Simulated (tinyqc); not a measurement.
Two-step dopant diffusion (predeposition and drive-in) with a constant diffusivity. Changing the predeposition time t1. Computed by tinyqc, a small Python program. Command: `OMP_NUM_THREADS=1 python tinyqc.py 3023323 3023324 out.jsonl dopdiff sweep`. One thread of a shared host (Intel(R) Xeon(R) Processor @ 2.30GHz), about 0.1 s of CPU time with the checks.

Fick diffusion into a half space x > 0 whose background doping C_B is of the opposite type, so that a junction lies where C = C_B.

Inputs (values chosen for the exercise, modelled on gallium in silicon): prefactor D0 = 0.422 cm^2/s; activation energy E = 3.39 eV; surface concentration C_s = 2.1e+19 1/cm^3; background doping C_B = 3.3e+14 1/cm^3; predeposition temperature T1 = 1000 C; drive-in temperature T2 = 1050 C; drive-in time t2 = 120 min; mean mobility in the layer mu = 81 cm^2/(V s).

Furnace ramps of the drive-in: none.

Constants: k_B = 8.617333262e-05 eV/K; e = 1.602176634e-19 C.

Method:
- D = D0 exp(-E/(k_B T)).
- Temperatures in kelvin are T(C) + 273.15.
- Times in seconds are 60 times the minutes.
- (Dt)2 = D2 t2, t2 in seconds.
- C = C_s erfc(x/(2 sqrt(D1 t1))); dose Q = 2 C_s sqrt(D1 t1/pi); the junction solves erfc(z) = C_B/C_s with x_j = 2 z sqrt(D1 t1).
- With a sealed surface and a thin source, C = Q/sqrt(pi (Dt)2) exp(-x^2/(4 (Dt)2)); x_j = 2 sqrt((Dt)2 ln(C(0)/C_B)); gradient at the junction |dC/dx| = C_B x_j/(2 (Dt)2).
- Net dose Q_net = Q erf(x_j/(2 sqrt((Dt)2))) - C_B x_j; R_s = 1/(e mu Q_net), with every dopant ionised and one mobility.
- Exact two-step profile: C = (2 C_s/pi) int_0^alpha exp(-beta (1 + u^2))/(1 + u^2) du with alpha = sqrt(D1 t1/(Dt)2), beta = x^2/(4 (D1 t1 + (Dt)2)).
- The integral takes 48 Gauss-Legendre points; solve C(x) = C_B.

One run for each value; columns: (1) predeposition time t1 (min); (2) dose Q (1/cm^2); (3) sheet resistance R_s (Gaussian) (ohm/square); (4) junction depth x_j (um); (5) exact junction depth (um):
```
(1)           (2)     (3)     (4)     (5)
2.0    3.2904e+13  2344.6  1.0894  1.0912
4.0    4.6533e+13  1657.3  1.1128  1.1164
7.9    6.5395e+13  1179.0  1.1353  1.1426
16.0   9.3066e+13   828.3  1.1582  1.1735
31.0   1.2954e+14   595.0  1.1792  1.2097
61.0   1.8172e+14   424.1  1.2004  1.2625
120.0  2.5487e+14   302.4  1.2212  1.3477
240.0  3.6044e+14   213.8  1.2421  1.5000
```

Over the rows, dose Q (1/cm^2) rises from 3.29e13 to 3.60e14 (exponent d ln y / d ln x about 0.50 throughout); sheet resistance R_s (Gaussian) (ohm/square) falls from 2340 to 214 (exponent d ln y / d ln x about -0.50 throughout); junction depth x_j (um) rises from 1.09 to 1.24 (exponent d ln y / d ln x 0.031 between the first rows and 0.025 between the last). The exponent of dose Q stays at 0.50: a constant source admits a dose that grows as sqrt(D t). The exponent of sheet resistance R_s (Gaussian) stays at -0.50: R_s is inverse to the dose. The Gaussian junction falls short of the exact one by 0.16 % in the first row and 17 % in the last, as the source thickens.

Caution (all rows): C_s exceeds the intrinsic carrier density of silicon at the predeposition temperature (2e18 to 1e19 per cm^3), where real diffusivities rise with concentration and profiles turn box-like. Caution (rows 31.0, 61.0, 120, 240): the drive-in budget is under fifteen times D1 t1, so the source is not thin and the Gaussian junction is too shallow. Caution (rows 240): the surface value exceeds the intrinsic carrier density during the drive-in as well.
